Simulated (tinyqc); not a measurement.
From threshold to a deep level: deep level as a short-range spherical well.

A spherical well of radius R and depth V0 below the conduction edge, one mass m, c = hbar^2/2m0. The s level at binding Et solves k cot(k R) = -kappa with k = sqrt(m (V0 - Et)/c), kappa = sqrt(m Et/c); it exists for V0 > Vc = c (pi/2R)^2/m. Outside, psi falls as exp(-kappa r)/r.

Constants: hbar^2/2m0 = 3.80998211 eV angstrom^2.

Values chosen for the exercise (out of a larger set: near those of InP; not measured data): R = 4.4 angstrom (radius of the well); m = 0.084 m0 (mass); fV = (1.05, 1.09, 1.31, 1.66, 2.13, 3.16, 5.3) (V0/Vc).

Et against the depth at fixed R; near threshold Et = (pi^2/16)(V0 - Vc)^2/Vc.

Results:
```
V0/Vc  V0 (eV)   Et (eV)  threshold form (eV)  1/kappa (angstrom)  share outside
1.05     6.070  0.008600             0.008915                72.6          0.942
1.09     6.301   0.02710              0.02888                40.9          0.899
1.31     7.573    0.2800               0.3427                12.7          0.716
1.66     9.596     1.057                1.553                 6.6          0.532
2.13    12.313     2.541                4.553                 4.2          0.389
3.16    18.267     6.704                16.64                 2.6          0.235
5.30    30.638     17.01                65.93                 1.6          0.120
```

What can be read from this table?

The threshold form holds to 10 % up to V0/Vc = 1.09 of those listed. There the state is mostly outside the well (94 % in the first row) and knows only Et, which is why a delta-well model works; more than half is inside from V0/Vc = 2.13 on. A second s level would need V0/Vc > 9. From V0/Vc = 2.13 on Et exceeds the gap of the host, about 1.35 eV, so those rows only show the model.

tinyqc: `OMP_NUM_THREADS=1 python tinyqc.py 1282531 1282532 out.jsonl`; about 0.01 s, one thread, shared Intel(R) Xeon(R) Processor @ 2.30GHz.
